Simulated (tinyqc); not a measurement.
Hot electrons in a saturated n-channel MOSFET, lucky-electron model: effect of the channel length.

Beyond pinch-off the lateral field grows as Esat cosh(y/l) over the velocity-saturated region (pseudo-two-dimensional model). Impact ionisation in this region gives the substrate current, which biases the body forward through Rsub. Currents are per width. Local-field laws: they overstate ionisation when the field peak is narrower than an energy relaxation length.

Cox = 3.9 eps0/tox, l = sqrt(3 tox xj), Esat = 2 vs/mu. Overdrive g = Vg - VT + kb Vb; Vdsat = g Esat L/(g + Esat L); Id = Cox vs (g - Vdsat); dV = Vd - Id Rd - Vdsat; Em = sqrt((dV/l)^2 + Esat^2); Isub = Id (Ai/Bi) l Em exp(-Bi/Em). Vb = Rsub Isub is solved self-consistently. Lifetime tau = (Hl/Id)(Isub/Id)^(-m); 1 year = 3.15576e7 s.

Values chosen for this exercise; values close to those of silicon n-channel devices:
- tox = 5.5 nm (oxide thickness)
- xj = 78 nm (junction depth)
- VT = 0.63 V (threshold)
- mu = 350 cm^2/(V s) (effective mobility)
- vs = 7.4e6 cm/s (saturation velocity)
- Ai = 2e6 1/cm (ionisation prefactor)
- Bi = 1.81 MV/cm (ionisation field)
- Rd = 200 ohm um (resistance of the lightly doped drain)
- Rsub = 9300 ohm um (substrate resistance)
- kb = 0.48 (fall of VT per volt of forward body bias)
- m = 2.8 (lifetime exponent)
- Hl = 18000 s uA/um (lifetime constant)
- Vd = 2.1 V (drain voltage)
- Vg = 1 V (gate voltage)

Constants: eps0 = 8.8541878128e-14 F/cm where lengths are in cm. Results are converted to the units shown.

Result of one run:

| Id (uA/um) | Em (MV/cm) | Isub (uA/um) | Isub/Id | tau (years) |
|---|---|---|---|---|
| 19.28 | 0.4933 | 0.9615 | 0.04988 | 0.1309 |

Which channel length L gave this result: 0.12, 0.18, 0.35 or 0.71 um?

L = 0.71 um.

The whole series:

| L (um) | Id (uA/um) | Em (MV/cm) | Isub (uA/um) | Isub/Id | tau (years) |
|---|---|---|---|---|---|
| 0.12 | 79.61 | 0.5209 | 5.093 | 0.06397 | 0.01579 |
| 0.18 | 60.34 | 0.5124 | 3.582 | 0.05936 | 0.02569 |
| 0.25 | 47.07 | 0.5063 | 2.647 | 0.05624 | 0.03831 |
| 0.35 | 35.83 | 0.5011 | 1.922 | 0.05364 | 0.05747 |
| 0.5 | 26.38 | 0.4967 | 1.358 | 0.05148 | 0.08753 |
| 0.71 | 19.28 | 0.4933 | 0.9615 | 0.04988 | 0.1309 |
| 1 | 14.05 | 0.4909 | 0.6845 | 0.04871 | 0.1919 |

As L goes from 0.12 to 1 um, Em falls from 0.521 to 0.491 MV/cm, Isub falls from 5.09 to 0.684 uA/um and tau rises from 0.0158 to 0.192 years. From the first row to the last, log10(tau) changes by 1.1: 0.33 from (Isub/Id)^(-m), which holds Em and l, and 0.75 from 1/Id. For L = 0.12 to 0.18 um the saturated region takes over 60 % of L, so using the full L in Vdsat is rough.

tinyqc, about 0.01 s, one thread, Intel Xeon 2.30GHz (shared host): `OMP_NUM_THREADS=1 python tinyqc.py 2550139 2550140 out.jsonl`
